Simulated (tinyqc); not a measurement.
Physical sputtering: collision-cascade yield, angular dependence, faceting and resputtering in deposition: one step, computed by the program tinyqc. Command: `OMP_NUM_THREADS=1 python tinyqc.py 3005265 3005266 out.jsonl sputter walk`. One thread of a shared host (Intel(R) Xeon(R) Processor @ 2.30GHz), about 0.01 s of CPU time with the checks.

Ions start collision cascades; atoms that reach the surface with more than U leave. The target is amorphous or fine-grained.

Task: Oblique incidence. Angular law: Y/Y0 = t^f exp(-f cos(a_opt)(t - 1)), t = 1/cos(angle), largest at a_opt. A plane tilted by the angle recedes along the beam at a speed proportional to Y(angle), and along its own normal as Y cos(angle).

Inputs (values chosen for the exercise, modelled on argon ions on tantalum): ion energy E = 75 eV; angular exponent f = 1.5; angle of the largest yield = 73 degrees; angle of incidence = 60 degrees.

yield Y0 = 0.03209520 atoms per ion

Give: Y/Y0 at the angle; yield at the angle; normal speed relative to a flat surface; largest Y/Y0.

Result:

Y/Y0 at the angle = 1.824

yield at the angle = 0.05855 atoms per ion

normal speed relative to a flat surface = 0.9121

largest Y/Y0 = 2.188

Caution: within a few times the threshold, cascades are short and these fits are rough.
